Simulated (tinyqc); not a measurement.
Deep trap from a strong local potential in a two-band host (Koster-Slater model with semi-elliptic bands): one step, computed by the program tinyqc. Command: `OMP_NUM_THREADS=1 python tinyqc.py 3026176 3026177 out.jsonl deeptrap walk`. One thread of a shared host (Intel(R) Xeon(R) Processor @ 2.30GHz), about 0.03 s of CPU time with the checks.

The valence band spans -2 W_v to 0 and the conduction band E_g to E_g + 2 W_c. The orbital at the impurity site has weight f_v in the valence band and 1 - f_v in the conduction band, each spread as a semi-ellipse (2/(pi W^2)) sqrt(W^2 - x^2) about the band centre. The impurity adds U to this orbital. Spin is left out.

Question. The trap level. In the gap G(E) = f_v (2/W_v^2)[x - sqrt(x^2 - W_v^2)] - (1 - f_v)(2/W_c^2)[y - sqrt(y^2 - W_c^2)], x = E + W_v, y = E_g + W_c - E. The trap level solves G(E) = 1/U (bisection). With D = -dG/dE = D_v + D_c, D_v = f_v (2/W_v^2)[x/sqrt(x^2 - W_v^2) - 1] and D_c = (1 - f_v)(2/W_c^2)[y/sqrt(y^2 - W_c^2) - 1], the weight on the impurity orbital is 1/(U^2 D) and the conduction-band character is D_c/D.

Inputs (values chosen for the exercise, with a gap close to that of AlN):
```
quantity,value,unit
gap E_g,6.02,eV
half-width of the valence band W_v,3.5,eV
half-width of the conduction band W_c,3.8,eV
valence weight f_v of the site orbital,0.55,-
impurity potential U,-9.47,eV
```

Impurity: attractive, donor-like.

Give: trap level E_t; weight on the impurity orbital; conduction-band character; depth below the conduction band.

Answer.

trap level E_t = 5.786 eV

weight on the impurity orbital = 0.08533

conduction-band character = 0.9453

depth below the conduction band = 0.2336 eV
